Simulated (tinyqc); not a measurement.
Worked calculation: tight binding, honeycomb lattice. Computed by tinyqc, a small Python program that keeps every step. Settings: t1 = 1.49, t2 = 0.04, phi = 0, delta = 0, points = 6. Command: `OMP_NUM_THREADS=1 python tinyqc.py 25856 25857 out.jsonl` (the two numbers bound the seeds that draw the settings). One thread of a shared host (Intel(R) Xeon(R) Processor @ 2.60GHz), about 0.01 s of CPU time with the checks.

## Bloch Hamiltonian at k

Parameters chosen for this model:
```
parameter     value                        unit
t1         1.490000                 eV, nearest
t2         0.040000       eV, second neighbours
phi               0  rad, phase of t2 (Haldane)
delta             0          eV, +/- on A and B
```

k point k (fractions of the reciprocal vectors): [0.320000, -0.390000]

H_AB = -t1 (1 + exp(-i k.a1) + exp(-i k.a2)); H_AA = delta - 2 t2 sum cos(k.b + phi), H_BB = -delta - 2 t2 sum cos(k.b - phi), b = a1, a2 - a1, -a2.

H(k) at k (eV), order A, B:
$$\begin{pmatrix}
0.115599 & 0.292476+0.398431i \\
0.292476-0.398431i & 0.115599
\end{pmatrix}$$

## Levels at k

Diagonalise the Hermitian matrix.

eigenvalues (eV): [-0.378657, 0.609855]

weights |c|^2 of the basis functions, order A, B:
$$\begin{pmatrix}
0.500000 & 0.500000 \\
0.500000 & 0.500000
\end{pmatrix}$$

## Bloch Hamiltonian at K

k point K (fractions of the reciprocal vectors): [0.333333, 0.666667]

As before.

H(k) at K (eV), order A, B:
$$\begin{pmatrix}
0.120000 & 0.000000 \\
0.000000 & 0.120000
\end{pmatrix}$$

## Levels at K

As before.

eigenvalues (eV): [0.120000, 0.120000]

## Bands along a path

The same steps at evenly spaced points between the labelled ones.

Bands along the path (eV):
```
k             band 1    band 2
G          -4.710000  4.230000
G-K 0.33   -3.909271  3.636353
G-K 0.67   -1.960080  2.054863
K           0.120000  0.120000
K-M 0.33   -0.684137  0.901488
K-M 0.67   -1.221217  1.399351
M          -1.410000  1.570000
M-K' 0.33  -1.221217  1.399351
M-K' 0.67  -0.684137  0.901488
K'          0.120000  0.120000
```

With 1 band(s) filled, the highest filled level on these points lies at K and the lowest empty one at K: the bands touch or overlap, so there is no gap.
